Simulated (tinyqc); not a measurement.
Round nanowire with a gate all round, subbands and threshold shift from confinement: one step of the calculation.

Undoped body with a flat potential across it, hard walls, transport along x. Three valley pairs (g = 2 each) with the longitudinal mass along x, y or z. Non-parabolicity enters the subband edges through E (1 + al E) = gamma, so E = 2 gamma/(1 + sqrt(1 + 4 al gamma)); motion within a subband is taken as parabolic with the band-edge mass. Energies are counted from the bulk band edge.

Problem. Lowest subbands. gamma = C (2 z/(t + dl))^2 (1/my + 1/mz)/2, z the zeros of the Bessel functions J_l (2.404826, 3.831706, 5.135622, 5.520078, ...), twofold for l > 0; the mean inverse mass is an approximation for anisotropic valleys, C = hbar^2/(2 m0). List the 5 lowest, labelled by valley axis and quantum numbers, with degeneracy g and N_k: N_k = g sqrt(2 mx m0 kB T/(pi hbar^2)).

Parameters, values chosen for the exercise; masses close to those of silicon:
```
symbol,value,unit,meaning
T,77,K,temperature
ml,0.923,m0,longitudinal mass
mt,0.193,m0,transverse mass
al,0,1/eV,non-parabolicity
t,6.5,nm,diameter
dl,0,nm,widening of the box by penetration into the insulator
```

Constants: q = 1.602176634e-19 C, kB = 1.380649e-23 J/K, hbar = 1.054571817e-34 J s, m0 = 9.1093837015e-31 kg, hbar^2/(2 m0) = 0.0380998212 eV nm^2. Results are converted to the units shown.

Find: E_k; g; N_k.

Solution.

| subband | E_k (eV) | g | N_k (cm^-1) |
|---|---|---|---|
| y0,1 | 0.065343 | 2 | 2.0687e6 |
| z0,1 | 0.065343 | 2 | 2.0687e6 |
| x0,1 | 0.10809 | 2 | 4.5240e6 |
| y1,1 | 0.16589 | 4 | 4.1375e6 |
| z1,1 | 0.16589 | 4 | 4.1375e6 |

Range of the model: For the strongly anisotropic y and z valleys the mean inverse mass serves only for l = 0; pairs with l > 0 really split widely.

Numbers from tinyqc (`OMP_NUM_THREADS=1 python tinyqc.py 2350058 2350059 out.jsonl`; about 0.2 s on one thread of a shared Intel Xeon 2.30GHz).
